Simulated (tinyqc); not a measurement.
Worked calculation: Monte Carlo simulation of one carrier in a uniform electric field. Computed by tinyqc, a small Python program that keeps every step. Command: `OMP_NUM_THREADS=1 python tinyqc.py 3013446 3013447 out.jsonl mcfl walk`. One thread of a shared host (Intel(R) Xeon(R) Processor @ 2.30GHz), about 1 s of CPU time with the checks. Intermediate numbers are printed to about 5 digits and carried at full precision; extremes and crossings named in words are read from the listed rows.

The force e F acts along +z. Flights end at the constant total rate Gamma; the part of Gamma that the real rates do not fill is self-scattering, which leaves k unchanged. One valley, no impurities; equivalent final valleys enter only through Z_f in the optical rate.

Inputs (values chosen for the exercise, modelled on electrons in germanium):

| quantity | value | unit |
|---|---|---|
| effective mass m | 0.218 | m_0 |
| non-parabolicity alpha | 0.69 | 1/eV |
| density rho | 5323 | kg/m^3 |
| sound velocity v_l | 5310 | m/s |
| acoustic deformation potential D_A | 12 | eV |
| phonon energy hbar w | 30.6 | meV |
| optical or intervalley deformation potential D_o | 5 | 1e8 eV/cm |
| final valleys Z_f | 3 | - |
| lattice temperature T | 250 | K |
| electric field F | 22 | kV/cm |
| energy E_max up to which Gamma must cover the rates | 1 | eV |
| seed of the random numbers | 86260 | - |

Crystal: non-polar. Band: Kane.

starting wave vector (1/nm): -0.23  -0.3  -0.23

Constants: k_B = 1.380649e-23 J/K; e = 1.602176634e-19 C; hbar = 1.054571817e-34 J s; m_0 = 9.1093837015e-31 kg; hbar = 6.582119569e-16 eV s; k_B = 8.617333262e-05 eV/K.

## Total rate Gamma

Kane band: hbar^2 k^2/(2 m) = E (1 + alpha E), speed v = hbar k/(m (1 + 2 alpha E)), states per spin, volume and energy g(E) = m k (1 + 2 alpha E)/(2 pi^2 hbar^2); overlap factors are set to 1. Masses are multiplied by m_0 and all formulas are in SI units. Phonon occupation N_q = 1/(exp(hbar w/(k_B T)) - 1). Acoustic deformation potential (elastic, equipartition, absorption and emission together): 1/tau = 2 pi k_B T D_A^2 g(E)/(hbar rho v_l^2). Optical or intervalley deformation potential: 1/tau = (pi Z_f D_o^2/(rho w)) [N_q g(E + hbar w) + (N_q + 1) g(E - hbar w)], with g = 0 below the band edge. Gamma is 1.05 times the largest total rate on the grid E = (j + 1/2) E_max/400, j = 0..399.

largest total rate = 59.968 1e12/s

energy of the largest rate = 998.75 meV

Gamma = 62.967 1e12/s

## Flight 1

Random numbers (0.02 to 0.98, from up to 60 sets tried for early real events), one row a flight:
```
       r1      r2      r3      r4
1  0.4333  0.0216  0.0872  0.1158
2  0.8583  0.0585  0.3670  0.6862
3  0.2924  0.2376  0.3417  0.0889
4  0.3843  0.9589  0.4630  0.6572
5  0.8906  0.3905  0.8231  0.3365
6  0.8824  0.6275  0.5947  0.0494
7  0.7073  0.4784  0.3433  0.8090
```

Flight: t = -ln(r1)/Gamma; k_z grows by e F t/hbar; E follows from the band; dz = (E_end - E_start)/(e F). Use row 1 of the random numbers.

flight time t = 13.282 fs

k at the end of the flight (1/nm): -0.23000  -0.30000  -0.18561

energy at the end = 30.359 meV

displacement dz = -1.4039 nm

## Scattering event 1

Choice: with cumulative rates in the order acoustic, absorption, emission, the process is the first whose sum exceeds r2 Gamma; if none, self-scattering. Final state: E' = E, E + hbar w or E - hbar w gives k'. Isotropic processes: cos(theta) = 1 - 2 r3 from the z axis, phi = 2 pi r4, k' (sin theta cos phi, sin theta sin phi, cos theta).

cumulative rates (1e12/s): acoustic 2.0103, absorption 2.4707, emission 2.4707

r2 Gamma = 1.3601 1e12/s

Process chosen: acoustic

k after event 1, the start of the next flight (1/nm): 0.17745  0.15804  0.34768

## Flight 2

Use row 2 of the random numbers.

flight time t = 2.4267 fs

k at the end of the flight (1/nm): 0.17745  0.15804  0.35580

energy at the end = 31.316 meV

displacement dz = 0.43478 nm

## Scattering event 2

The formulas are those given above.

cumulative rates (1e12/s): acoustic 2.0450, absorption 2.5097, emission 2.6965

r2 Gamma = 3.6835 1e12/s

Process chosen: self-scattering

k after event 2, the start of the next flight (1/nm): 0.17745  0.15804  0.35580

## All printed flights

Drift estimate: sum dz / sum t.

Flights:

| flight | t (fs) | E at the end (meV) | dz (nm) | process | k_x (1/nm) | k_y (1/nm) | k_z (1/nm) |
|---|---|---|---|---|---|---|---|
| 1 | 13.282 | 30.359 | -1.4039 | acoustic | 0.17745 | 0.15804 | 0.34768 |
| 2 | 2.427 | 31.316 | 0.4348 | self-scattering | 0.17745 | 0.15804 | 0.35580 |
| 3 | 19.528 | 39.764 | 3.8399 | self-scattering | 0.17745 | 0.15804 | 0.42107 |
| 4 | 15.188 | 47.237 | 3.3969 | self-scattering | 0.17745 | 0.15804 | 0.47183 |
| 5 | 1.840 | 48.195 | 0.4354 | self-scattering | 0.17745 | 0.15804 | 0.47798 |
| 6 | 1.987 | 49.241 | 0.4758 | self-scattering | 0.17745 | 0.15804 | 0.48462 |
| 7 | 5.500 | 52.207 | 1.3479 | self-scattering | 0.17745 | 0.15804 | 0.50300 |

drift estimate from these flights = 1.4270e+05 m/s

6 of the 7 flights end in self-scattering. So few flights say little about the drift velocity: the estimate is noise at this length.

## Low-field mobility from the linear Boltzmann equation

On the grid E_j = (j + 1/2) hbar w/12 up to 20 k_B T + 2 hbar w, solve (sum of rates) l(E) = v(E); mu_0 = e sum g v l exp(-E/k_B T)/(3 k_B T sum g exp(-E/k_B T)).

low-field mobility mu_0 = 2291.2 cm^2/(V s)

## Long runs: velocity against field

Each row: 250 carriers from a thermal start, 1600 flights each, the first half discarded, random numbers not printed; the error is the standard error over ten groups; the mean energy is taken at the ends of flights, which sample time evenly. Fields at which more than 0.02 % of the events exceed Gamma are left out.

Monte Carlo results:

| F (kV/cm) | drift velocity (1e5 m/s) | error (1e5 m/s) | mu_0 F (1e5 m/s) | mean energy (meV) | real events (%) |
|---|---|---|---|---|---|
| 5.5 | 0.526 | 0.0130 | 1.2601 | 86.6 | 9.45 |
| 11.0 | 0.568 | 0.0120 | 2.5203 | 162.0 | 15.50 |
| 22.0 | 0.537 | 0.0082 | 5.0405 | 298.0 | 26.30 |

At the lowest field the drift velocity is 0.42 +/- 0.01 of the ohmic value mu_0 F, at the highest 0.11 +/- 0.00. The mean energy goes from 87 to 298 meV against the parabolic-band thermal value 3 k_B T/2 = 32 meV: the carriers heat, more of them reach the emission threshold, where they lose momentum, and the curve bends below the ohmic line. Only 9 to 26 % of the events are real; the rest is the price of a constant Gamma.

Checks made by the program: energy gained in the printed flights against e F dz (relative difference 2e-10).
